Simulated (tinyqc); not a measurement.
Velocity overshoot from momentum and energy balance equations after a field step: one step, computed by the program tinyqc.

At t = 0 the field jumps from 0 to F in a uniform sample. v is the drift velocity and u = w - (3/2) k_B T the excess energy per carrier.

Question. First four steps. dv/dt = e F/m - v/tau_m(u), du/dt = e F v - u/tau_E, tau_m(u) = tau_0/(1 + c u), tau_0 = m mu_0/e, c = mu_0/(e tau_E v_s^2); this choice gives the steady state v (1 + mu_0 F v/v_s^2) = mu_0 F, which saturates at v_s. Step: v_new = v + dt (e F/m - v/tau_m(u)), u_new = u + dt (e F v - u/tau_E). Start v = u = 0; the distance adds dt (v + v_new)/2.

Inputs (values chosen for the exercise, modelled on electrons in silicon except for tau_E): energy relaxation time tau_E = 0.43 ps; field after the step F = 17 kV/cm; lattice temperature T = 300 K; time step dt = 6 fs.

Scheme: explicit Euler.

c = 34.88372 1/eV

tau_0 = 221.7396 fs

acceleration e F/m = 0.01149998 1e7 cm/s per fs

Give: Steps.

Answer.

Steps:
```
step  t (fs)  v (1e7 cm/s)     u (eV)  tau_m (fs)
1          6        0.0690          0       221.7
2         12        0.1361  7.038e-05       221.2
3         18        0.2014  2.083e-04       220.1
4         24        0.2649  4.108e-04       218.6
```

After the first step u is still 0, below the drift energy m v^2/2, because the explicit scheme uses the old v: an error of the finite time step.
